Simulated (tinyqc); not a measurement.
Substrate current against gate voltage: lateral field, substrate current, probability of reaching the oxide barrier and hot-carrier lifetime of a silicon transistor (pseudo-two-dimensional and lucky-electron models). Computed by tinyqc, a small Python program. Command: `OMP_NUM_THREADS=1 python tinyqc.py 3005794 3005795 out.jsonl hotcar walk`. One thread of a shared host (Intel(R) Xeon(R) Processor @ 2.30GHz), about 0.01 s of CPU time with the checks.

Local-field models: a lucky carrier gains its energy at the peak field over a path free of collisions. Voltages are magnitudes.

Inputs (values chosen for the exercise, modelled on a silicon p-channel):
```
quantity                                value                      unit
channel length L                          200                        nm
oxide thickness t                         4.3                        nm
junction depth x_j                         31                        nm
mobility mu                               100                cm^2/(V s)
saturation velocity v_s                  0.68                  1e7 cm/s
threshold voltage V_T                    0.43                         V
drain voltage V_D                         2.6                         V
ionisation prefactor A_i              7.7e+06                      1/cm
ionisation field B_i                      3.6                     MV/cm
hot-carrier mean free path lambda         5.2                        nm
oxide barrier phi_b                       4.6                        eV
interface-trap threshold phi_it           4.4                        eV
lifetime constant H                       200  s microampere/micrometre
length of the depleted extension L_n       11                        nm
```

Drain: lightly doped extension.

Constants: eps_0 = 8.8541878128e-12 F/m.

Method:
- C_ox = 3.9 eps_0/t; F_sat = 2 v_s/mu; V_Dsat = V_ov F_sat L/(V_ov + F_sat L), V_ov = V_G - V_T; I_D/W = C_ox v_s (V_ov - V_Dsat).
- Scale length l = 0.22 t^(1/3) x_j^(1/2) (all in cm); F_m = sqrt(((V_D - V_Dsat)/l_e)^2 + F_sat^2), with l_e = l + L_n; length of the velocity-saturated region l_e ln((V_D - V_Dsat)/(l_e F_sat) + F_m/F_sat).
- Substrate current I_sub/I_D = (A_i/B_i)(V_D - V_Dsat) exp(-B_i/F_m); probability of reaching the oxide barrier exp(-phi_b/(e lambda F_m)); lifetime tau = (H/(I_D/W)) exp(phi_it/(e lambda F_m)).

At the given drain voltage:
```
V_G (V)  V_Dsat (V)  I_D/W (microampere/micrometre)  F_m (kV/cm)  I_sub/W (microampere/micrometre)     tau (s)
0.55         0.1149                            2.77       632.41                           0.04961  4.6720e+07
0.67         0.2205                           10.63       606.80                           0.14338  2.1411e+07
0.87         0.3787                           33.46       568.56                           0.28274  1.7376e+07
1.10         0.5376                           72.31       530.31                           0.35939  2.3517e+07
1.40         0.7150                          139.24       487.82                           0.35015  4.9024e+07
1.80         0.9111                          250.59       441.23                           0.25901  1.7009e+08
2.10         1.0347                          346.91       412.11                           0.18672  4.7631e+08
2.50         1.1754                          488.49       379.27                           0.11231  2.0017e+09
2.90         1.2945                          641.92       351.81                           0.06447  8.6895e+09
```

I_sub peaks at V_G = 1.1 V, 0.42 V_D: a higher gate voltage brings more carriers but raises V_Dsat and so lowers F_m. The shortest lifetime among the rows lies at V_G = 0.87 V, below that of the largest I_sub, since tau depends more steeply on the field.

Extremes, crossings and ranges named in words are read from the listed rows.
